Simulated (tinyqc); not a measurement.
Worked calculation: correction of a charged-defect supercell by a model charge and potential alignment (plane-averaged potentials). Computed by tinyqc, a small Python program that keeps every step. Command: `OMP_NUM_THREADS=1 python tinyqc.py 3110279 3110280 out.jsonl align walk`. One thread of a shared host (Intel(R) Xeon(R) Processor @ 2.30GHz), about 0.01 s of CPU time with the checks. Intermediate numbers are printed to about 6 digits and carried at full precision; extremes and crossings named in words are read from the listed rows.

The "true" defect charge is (1 - x) q in a Gaussian of width sigma plus x q in one of width sigma_t, so the exact answer is known; the correction sees only a single model Gaussian of width sigma_m. A Gaussian of width s has the transform rho(G) = exp(-G^2 s^2/2), normalised to 1. A uniform background cancels q, so G = 0 is left out. Potentials are those felt by a unit positive charge. E_0 is the formation energy of the isolated defect, E_cell its value in the supercell, E_lat = E_iso - E_per of the model charge, C the true less the model potential far from the defect; the exact correction is E_0 - E_cell, and the error of a scheme is E_cell plus its correction less E_0.

Inputs (values chosen for the exercise, with screening close to that of diamond):

| quantity | value | unit |
|---|---|---|
| defect charge q | 2 | e |
| dielectric constant eps | 5.66 | - |
| edge of the cubic cell L | 14.7 | angstrom |
| width sigma of the true defect charge | 1.2 | angstrom |
| width sigma_m of the model charge | 1.1 | angstrom |
| share x of the charge in a wide tail | 0.2 | - |
| width sigma_t of the tail | 2.6 | angstrom |
| formation energy of the isolated defect E_0 | 1.14 | eV |

Constants: e^2/(4 pi eps_0) = 14.39964548 eV angstrom.

## The supercell energy and its true error

Periodic energy E_per = (2 pi q^2/(eps L^3)) (e^2/(4 pi eps_0)) sum_(G != 0) rho(G)^2/G^2, G = (2 pi/L)(n1, n2, n3), |n_i| <= 16. Isolated energy: two Gaussians of charges q_a, q_b and widths a, b interact by q_a q_b (e^2/(4 pi eps_0 eps)) sqrt(2/pi)/sqrt(a^2 + b^2), and the self-energy is half the sum over pairs. Supercell value E_cell = E_0 + E_per - E_iso for the true charge.

E_iso, true charge = 2.02889 eV

E_per, true charge = 1.09720 eV

E_cell = 0.208304 eV

exact correction = 0.931696 eV

## Lattice energy of the model charge

E_lat = E_iso - E_per for the model charge; point-charge value alpha q^2 e^2/(4 pi eps_0 eps 2 L) with alpha = 2.837297.

E_iso, model = 2.60974 eV

E_per, model = 1.65201 eV

E_lat = 0.957737 eV

point-charge value = 0.982093 eV

## Plane-averaged potentials

Plane-averaged potential at distance z from the defect: V(z) = (4 pi q/(eps L^3)) (e^2/(4 pi eps_0 e)) sum_(m != 0) rho(G_m) cos(G_m z)/G_m^2, G_m = 2 pi m/L, |m| <= 40.

Potentials (V):

| z/L | z (angstrom) | true | model | difference |
|---|---|---|---|---|
| 0.00 | 0.000 | 0.212968 | 0.244801 | -0.0318339 |
| 0.05 | 0.735 | 0.195351 | 0.222284 | -0.0269323 |
| 0.10 | 1.470 | 0.149358 | 0.165207 | -0.0158483 |
| 0.15 | 2.205 | 0.089716 | 0.094629 | -0.0049137 |
| 0.20 | 2.940 | 0.029105 | 0.026300 | 0.0028049 |
| 0.25 | 3.675 | -0.025672 | -0.033167 | 0.0074949 |
| 0.30 | 4.410 | -0.071891 | -0.082067 | 0.0101759 |
| 0.35 | 5.145 | -0.108489 | -0.120125 | 0.0116362 |
| 0.40 | 5.880 | -0.134931 | -0.147310 | 0.0123796 |
| 0.45 | 6.615 | -0.150907 | -0.163622 | 0.0127151 |
| 0.50 | 7.350 | -0.156249 | -0.169059 | 0.0128096 |

The difference moves by 0.43 mV between z/L = 0.4 and 0.5, so the plateau is not yet flat.

## Alignment and corrected energy

C = difference at z = L/2; E_corr = E_cell + E_lat - q C. For charges that have died out at L/2, C = (2 pi q/(eps L^3)) (e^2/(4 pi eps_0 e)) (<s^2> - sigma_m^2), <s^2> = (1 - x) sigma^2 + x sigma_t^2.

alignment C = 0.0128096 V

C, closed form = 0.0130235 V

E_corr = 1.14042 eV

error with alignment (rounded to 1e-4 meV) = 0.4223 meV

error without alignment = 26.0415 meV

error with the point-charge term alone = 50.3975 meV

error without correction = -931.696 meV

Errors are measured against E_0. Alignment cuts the error of the model charge from 26 to 0.42 meV.

## Errors against cell size

Schemes: none; point-charge term alpha q^2 e^2/(4 pi eps_0 eps 2 L), alpha = 2.837297; E_lat of the model; E_lat - q C with C at z = L/2.

Error against E_0 (meV):

| L (angstrom) | none | point charge | model charge | model and alignment |
|---|---|---|---|---|
| 10.3 | -1256.03 | 145.598 | 74.7957 | 10.2867 |
| 12.5 | -1073.04 | 81.898 | 42.2862 | 2.2128 |
| 14.7 | -931.70 | 50.397 | 26.0415 | 0.4223 |
| 17.6 | -790.90 | 29.368 | 15.1764 | 0.0394 |
| 22.0 | -641.18 | 15.036 | 7.7704 | 0.0007 |

Between the last two rows the uncorrected error scales as L^-0.94 and the point-charge remainder as L^-3.00. With alignment the error is +10.3 meV in the smallest cell and 0.00 meV in the largest.

Checks made by the program: E_lat against the point-charge value less 2 pi q^2 sigma_m^2 e^2/(4 pi eps_0 eps L^3) (relative difference 2e-07).
